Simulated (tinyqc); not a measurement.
Wannier functions of a composite (isolated) pair of valence bands (bonds of an sp chain), step by step. Values are carried at full precision from step to step, so a last printed digit may differ when a step is redone from the rounded ones.

Each atom has a hybrid pointing left (<) and right (>). H(k): diagonal +V3 on A, -V3 on B; <A<|A>> = -V1a, <B<|B>> = -V1b, <A>|B<> = -V2, <B>|A<> = -V2p exp(ik); k in 1/a, Bloch sums with exp(ikR). The two lowest bands are filled. Trial functions in cell 0: g1 = cos(c) A> + sin(c) B<, and g2 = sin(c) B> + cos(c) A< of cell 1, whose Bloch vector has cos(c) exp(-ik) on A<. Projection A_mn = <psi_m|g_n>, S = A^+ A, Loewdin U = A S^(-1/2), Bloch-like states w_n = sum_m psi_m U_mn, H_W(k) = U^+ diag(E) U. P = sum_m |psi_m><psi_m| is free of phase choices, and S = g^+ P g, w = P g S^(-1/2).

Parameters, chosen for this exercise:
- V2 = 4.58 eV (coupling in the bond A-B inside the cell)
- V2p = 4.5 eV (coupling in the bond to the next cell)
- V1a = 0.6 eV (coupling of the two hybrids on A)
- V1b = 0.74 eV (the same on B)
- V3 = 1.68 eV (A at +V3, B at -V3)
- j = 3 (mesh point, k = 2 pi j/N)
- N = 5 (k points)
- c = 65 degrees (trial bonds cos(c) on A, sin(c) on B)
- xb = 0.56 a (position of B (A at 0))

## H at one mesh point

Fill in the matrix.

H(k) (eV):
```
                A<       A>       B<              B>
A<          1.6800  -0.6000        0  3.6406-2.6450i
A>         -0.6000   1.6800  -4.5800               0
B<               0  -4.5800  -1.6800         -0.7400
B>  3.6406+2.6450i        0  -0.7400         -1.6800
```

## Levels and the projector on the filled bands

Diagonalise; P = sum over the two lowest states of |psi><psi|.

levels (eV): -5.2364  -4.5192  4.6248  5.1308

P:
```
                 A<               A>              B<               B>
A<           0.3291   0.0545-0.0194i  0.0198-0.0071i  -0.3784+0.2717i
A>   0.0545+0.0194i           0.3317  0.4668-0.0025i  -0.0202+0.0058i
B<   0.0198+0.0071i   0.4668+0.0025i          0.6683   0.0556-0.0157i
B>  -0.3784-0.2717i  -0.0202-0.0058i  0.0556+0.0157i           0.6709
```

The filled states put 1.322 electrons on A and 2.678 on B at this k.

## Loewdin orthogonalisation

The trial vectors are the columns g1 = (0, cos c, sin c, 0), g2 = (cos c exp(-ik), 0, 0, sin c), k = 2 pi j/N. Form S = g^+ P g, its eigenvalues, S^(-1/2), and w = P g S^(-1/2).

S:
```
                1               2
1          0.9658  0.0203-0.0055i
2  0.0203+0.0055i          0.9667
```

eigenvalues of S: 0.9452  0.9873

S^(-1/2):
```
                 1                2
1           1.0178  -0.0107+0.0029i
2  -0.0107-0.0029i           1.0173
```

w:
```
                 1                2
A<  0.0475-0.0171i  -0.4637+0.3339i
A>  0.5737-0.0024i  -0.0485+0.0140i
B<  0.8167+0.0011i   0.0340-0.0096i
B>  0.0340+0.0097i   0.8183-0.0011i
```

The combinations of the trial bonds that diagonalise S lie 94.5 to 98.7 % inside the filled space; an eigenvalue near zero would mark a poor choice.

## The Hamiltonian in the new basis

H_W = w^+ H w; its eigenvalues must be the two filled levels.

H_W(k) (eV):
```
               1              2
1         -4.915  -0.338-0.114i
2  -0.338+0.114i         -4.840
```

eigenvalues (eV): -5.236  -4.519

## Hoppings between the Wannier functions

H_mn(R) = (1/N) sum_k exp(-ikR) H_W,mn(k), the coupling of function m in cell 0 to function n in cell R.

H(R) (eV):
```
R        11       12       21       22
-2   0.0001  -0.0006   0.0000   0.0001
-1   0.0101  -0.1962  -0.0006   0.0101
0   -4.8991  -0.4969  -0.4969  -4.8240
1    0.0101  -0.0006  -0.1962   0.0101
2    0.0001   0.0000  -0.0006   0.0001
```

The bond levels are -4.899 and -4.824 eV, against -sqrt(V2^2 + V3^2) = -4.878 and -4.803 for isolated bonds. Neighbouring bonds couple by -0.497 eV through B; the bond-orbital estimate is -V1b (1 + ap)/2 = -0.498 with the mean V2 in ap = V3/sqrt(V2^2 + V3^2).

## The functions in real space

w_n(R) = (1/N) sum_k exp(ikR) w_n(k); point-like hybrids at R (A) and R + xb (B) give centres and spreads.

Function 1:
```
R        A<       A>       B<       B>
-2   0.0000   0.0000   0.0000  -0.0001
-1   0.0001   0.0017  -0.0001  -0.0167
0    0.0240   0.5732   0.8181   0.0206
1   -0.0293  -0.0023   0.0018   0.0000
2   -0.0002   0.0000   0.0000   0.0000
```

centres (a): 1 0.3758, 2 0.7034

spreads (a^2): 1 0.0697, 2 0.0432

Function 1 has 99.8 % of its weight on the two hybrids of its bond. Its centre lies +0.0958 a from the middle of the bond, towards B, the atom with the lower level.

## Checks

- Eigenvalues of H_W against the filled levels: they agree to 1e-10 or better.
- W^+ w against the unit matrix: they agree to 1e-10 or better.

Run: tinyqc, `OMP_NUM_THREADS=1 python tinyqc.py 1450624 1450625 out.jsonl`; Intel(R) Xeon(R) Processor @ 2.30GHz, one thread, shared host; about 0.3 s of CPU time with all checks.
